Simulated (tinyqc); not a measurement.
The same layer on three faces: band edges of strained Si(1-x)Ge(x) on relaxed Si(1-y)Ge(y).

Values are linear in the Ge fraction but for ED(x) = linear - CD x (1 - x) and a(x) = linear - Ca x (1 - x). Energies are on the common scale of Ev.

Coherent growth: e_par = (a(y) - a(x))/a(x). (001): e_perp = -2 (C12/C11) e_par; exx = eyy = e_par, ezz = e_perp, no shear. (111): e_perp = -(2 C11 + 4 C12 - 4 C44)/(C11 + 2 C12 + 4 C44) e_par; exx = eyy = ezz = (2 e_par + e_perp)/3 and exy = eyz = ezx = (e_perp - e_par)/3. (110): e_perp = -(C11 + 3 C12 - 2 C44)/(C11 + C12 + 2 C44) e_par; exx = eyy = (e_par + e_perp)/2, ezz = e_par, exy = (e_perp - e_par)/2, eyz = ezx = 0.

A valley with unit axis u lies at Ev + gap + (av + a_valley) tr(e) + Xu (u.e.u - tr(e)/3); the Delta axes are x, y, z and the L axes [111], [1-1-1], [-11-1], [-1-11]. The second-order shift of the Delta valleys under shear is left out; it lowers the pair normal to the sheared plane by tens of meV at a shear of 1 %.

Valence edges: Ev plus the levels of the 6 x 6 matrix of X, Y, Z times spin with -Dso/3 + l exx + m (eyy + ezz) on the diagonal (cyclic), n exy off it, l = av + 2 b, m = av - b, n = sqrt(3) d. Spin-orbit term (Dso/3) L.sigma on X, Y, Z with (L_k)_ij = -i epsilon_kij: <X+|H|Y+> = -i Dso/3, <X+|H|Z-> = Dso/3, <Y+|H|Z-> = -i Dso/3, <Z+|H|X-> = -Dso/3, <Z+|H|Y-> = i Dso/3, <X-|H|Y-> = i Dso/3, and their conjugates; + and - are the spin along z.

Parameters, chosen for this exercise (end members near Si and Ge, in this order; the results hold for these values, not for the real material): a = (5.435, 5.66) angstrom (lattice constant); Dso = (0.044, 0.291) eV (spin-orbit splitting); av = (2.46, 1.25) eV (valence hydrostatic potential); b = (-2.1, -2.52) eV (tetragonal shear potential); d = (-4.78, -5.31) eV (trigonal shear potential); C11 = (165, 127.2) GPa; C12 = (63.7, 48.2) GPa; C44 = (79.2, 66) GPa; Ev = (0, 0.69) eV (top of the unstrained valence band); ED = (1.171, 0.916) eV (gap to the Delta valleys); EL = (1.979, 0.735) eV (gap to the L valleys); aD = (1.7, 1.34) eV (hydrostatic potential of the Delta gap); aL = (-2.85, -2.94) eV (hydrostatic potential of the L gap); XuD = (8.9, 9.18) eV (uniaxial potential, Delta); XuL = (16.41, 14.91) eV (uniaxial potential, L); CD = 0.202 eV (bowing of the Delta gap); Ca = 0.027 angstrom (bowing of the lattice constant); x = 0 (Ge fraction of the layer); y = 0.28 (Ge fraction of the relaxed buffer).

dEc = Ec(buffer) - Ec(layer), dEv = Ev(layer) - Ev(buffer); buffer edges Ev(y) and Ev(y) + min(ED, EL). The digit behind Delta or L counts whole valleys.

Results:
```
face   e_par (%)  lowest valleys  gap (eV)  next valleys above (meV)  valence splitting (meV)  dEc (eV)  dEv (eV)  Delta spread (meV)  L spread (meV)
(001)       1.06          Delta2     1.014                       167                      107     0.138    -0.094                 167               0
(111)       1.06          Delta6     1.127                       566                      115     0.012    -0.080                   0             222
(110)       1.06          Delta4     1.103                        71                      111     0.039    -0.083                  71             175
```

On (001) only the Delta valleys split (167 meV), on (111) only the L valleys (222 meV), on (110) both (71 and 175 meV). The lowest valleys are Delta2 on (001), Delta6 on (111) and Delta4 on (110); the smallest gap is 1.014 eV on (001) and the largest 1.127 eV on (111).

(tinyqc, `OMP_NUM_THREADS=1 python tinyqc.py 1050802 1050803 out.jsonl`, Intel(R) Xeon(R) Processor @ 2.30GHz, 1 thread, shared host, about 0.01 s.)
